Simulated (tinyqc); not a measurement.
# Current crowding under a contact, resistor ladder against the transmission-line model, step by step

Program tinyqc, `OMP_NUM_THREADS=1 python tinyqc.py 2760073 2760074 out.jsonl`; Intel Xeon 2.30GHz, shared host, one thread, about 0.01 s. Printed values are rounded.

A metal contact of length d and width W on a thin layer of the same width. The metal has no resistance, the sheet resistance under it equals Rsh, and current enters the layer at the front edge x = 0.

Values chosen for this exercise: sheet resistance of the semiconductor layer Rsh = 240 ohm/sq; specific contact resistivity rc = 1.2e-8 ohm cm^2; contact length d = 0.32 um; contact width W = 0.37 um; cells n = 7; current I = 2 mA.

## Conductances of the ladder

Cut the contact into n cells of length hc = d/n. Neighbouring cell centres are joined by a = W/(Rsh hc), each centre joins the metal (0 V) by g = W hc/rc, and I enters cell 1 through half a cell: -a v_(i-1) + b_i v_i - a v_(i+1) = I for i = 1 and 0 otherwise, b_i = g + 2 a (g + a at both ends). Rc = v_1/I + 1/(2 a).

a = 0.0337240 S
g = 0.0140952 S
b_i, cell 1 to 7 (S): [0.0478192, 0.0815432, 0.0815432, 0.0815432, 0.0815432, 0.0815432, 0.0478192]

## Voltages and the share of the current

Cut the contact into n cells of length hc = d/n. Neighbouring cell centres are joined by a = W/(Rsh hc), each centre joins the metal (0 V) by g = W hc/rc, and I enters cell 1 through half a cell: -a v_(i-1) + b_i v_i - a v_(i+1) = I for i = 1 and 0 otherwise, b_i = g + 2 a (g + a at both ends). Rc = v_1/I + 1/(2 a). Cell i passes g v_i to the metal.

```
cell  v_i (mV)  share of the current (%)
1      66.7801                   47.0641
2      35.3864                   24.9390
3      18.7828                   13.2374
4      10.0296                    7.0685
5       5.4684                    3.8539
6       3.1928                    2.2502
7       2.2517                    1.5869
```

Rc of the ladder = 48.2163 ohm

The first cell passes 47.1 % of the current and the last 1.59 %; an even spread would give 14.3 % each.

## The transmission-line result

Transfer length Lt = sqrt(rc/Rsh); front resistance Rc = (Rsh Lt/W) coth(d/Lt); end resistance Re = (Rsh Lt/W)/sinh(d/Lt). v(x) = I (Rsh Lt/W) cosh((d - x)/Lt)/sinh(d/Lt) at the cell centres x = (i - 1/2) d/n.

Lt = 0.0707107 um
Rc = 45.8771 ohm
Re = 0.993535 ohm
v(x), cell 1 to 7 (mV): [66.4183, 34.8156, 18.2784, 9.6507, 5.1990, 2.9970, 2.0918]

The ladder's Rc is 5.1 % above this value, with cells 0.65 Lt long.
